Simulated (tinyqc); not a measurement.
# Delay unit and parasitic delay from two ring oscillators

Question. A ring of 11 inverters oscillates at 1/(2 x 11 d), with stage delay d = tau (h + p) for fan-out h. Find tau, p and the delay at fan-out 4.

frequencies of 11-stage ring oscillators with fan-out 1 and 4 (GHz): [8.7172862, 3.3910421]

Answer. d is a straight line in h with slope tau and intercept tau p.

tau = 2.730 ps
p = 0.9100
delay at fan-out 4 = 13.40 ps

Program tinyqc, `OMP_NUM_THREADS=1 python tinyqc.py 2082135 2082136 out.jsonl`; Intel Xeon 2.30GHz, shared host, one thread, about 0.01 s.
